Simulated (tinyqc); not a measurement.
MOS inversion layer, Poisson-Schroedinger loop: two steps of the calculation.

Electrons confined at an insulator interface at z = 0, treated as a hard wall; parabolic valleys, Hartree approximation, no image or exchange terms. The depletion charge lies far deeper than the electrons and gives a uniform field q Nd/(eps0 eps_r); the gate balances all charge. Energies are counted from the band edge at the interface.

Values chosen for this exercise; masses and permittivity close to those of gallium nitride: relative permittivity eps_r = 9.65; mass along z of valley set A (1 valley(s)) mz1 = 0.203 m0; sheet density of electrons Ns = 3.8e12 cm^-2; sheet density of depletion charge Nd = 1.3e11 cm^-2; mesh step hz = 0.91 nm.

Constants: q = 1.602176634e-19 C, hbar = 1.054571817e-34 J s, m0 = 9.1093837015e-31 kg, eps0 = 8.8541878128e-14 F/cm where lengths are in cm, hbar^2/(2 m0) = 0.0380998212 eV nm^2. Results are converted to the units shown.

Task 1. Levels and probability densities. Tridiagonal Hamiltonian with psi = 0 one step beyond both ends: H_ii = C (1/m_(i-1/2) + 1/m_(i+1/2))/hz^2 + V0_i + U_i, H_(i,i+1) = -C/(m_(i+1/2) hz^2), C = hbar^2/(2 m0). The lowest 2 level(s) are kept, normalised to hz sum |psi|^2 = 1. The mass is the same on all intervals.

| node | fixed potential V0 (eV) | self-consistent potential U at the start (eV) |
|---|---|---|
| 1 | 0.002218294 | 0 |
| 2 | 0.004436588 | 0 |
| 3 | 0.006654882 | 0 |
| 4 | 0.008873176 | 0 |
| 5 | 0.011091470 | 0 |
| 6 | 0.013309764 | 0 |
| 7 | 0.015528058 | 0 |
| 8 | 0.017746352 | 0 |
| 9 | 0.019964646 | 0 |
| 10 | 0.022182940 | 0 |
| 11 | 0.024401233 | 0 |
| 12 | 0.026619527 | 0 |
| 13 | 0.028837821 | 0 |
| 14 | 0.031056115 | 0 |
| 15 | 0.033274409 | 0 |
| 16 | 0.035492703 | 0 |
| 17 | 0.037710997 | 0 |
| 18 | 0.039929291 | 0 |
| 19 | 0.042147585 | 0 |

Wanted: levels; |psi|^2 of A1; |psi|^2 of A2.

Result 1.

levels (eV): A1 0.024289, A2 0.045113

| node | \|psi\|^2 of A1 (1/nm) | \|psi\|^2 of A2 (1/nm) |
|---|---|---|
| 1 | 0.01080 | 0.01519 |
| 2 | 0.03910 | 0.04979 |
| 3 | 0.07520 | 0.08009 |
| 4 | 0.10850 | 0.08693 |
| 5 | 0.13114 | 0.06736 |
| 6 | 0.13973 | 0.03433 |
| 7 | 0.13495 | 0.00723 |
| 8 | 0.12021 | 0.00069 |
| 9 | 0.09989 | 0.01809 |
| 10 | 0.07805 | 0.05188 |
| 11 | 0.05765 | 0.08879 |
| 12 | 0.04038 | 0.11625 |
| 13 | 0.02685 | 0.12681 |
| 14 | 0.01691 | 0.11950 |
| 15 | 0.01002 | 0.09849 |
| 16 | 0.00550 | 0.07054 |
| 17 | 0.00269 | 0.04246 |
| 18 | 0.00107 | 0.01955 |
| 19 | 0.00025 | 0.00495 |

Task 2. Closed-form estimates. Triangular well: E_k = a_k (C F^2/mz)^(1/3), a_1 = 2.338107, a_2 = 4.087949, C = hbar^2/(2 m0), F in eV/nm. Fang-Howard (all electrons in the lowest level of set A): b^3 = 6 (mz1/C) q (Nd + 11 Ns/32)/(eps0 eps_r), centroid 3/b, level C b^2/(4 mz1) + (3/b) q (Nd + 11 Ns/16)/(eps0 eps_r). Use F = q (Nd + Ns)/(eps0 eps_r), the surface field, and F = q (Nd + Ns/2)/(eps0 eps_r).

Wanted: A1 with the surface field; A1 with Nd + Ns/2; A2 with Nd + Ns/2; b; Fang-Howard centroid; Fang-Howard level.

Result 2.

A1 with the surface field = 0.23530 eV
A1 with Nd + Ns/2 = 0.15148 eV
A2 with Nd + Ns/2 = 0.26485 eV
b = 0.95133 1/nm
Fang-Howard centroid = 3.1535 nm
Fang-Howard level = 0.20464 eV

Computed by the program tinyqc: `OMP_NUM_THREADS=1 python tinyqc.py 2160073 2160074 out.jsonl`, one thread of a shared Intel Xeon 2.30GHz, about 0.6 s for the whole run.
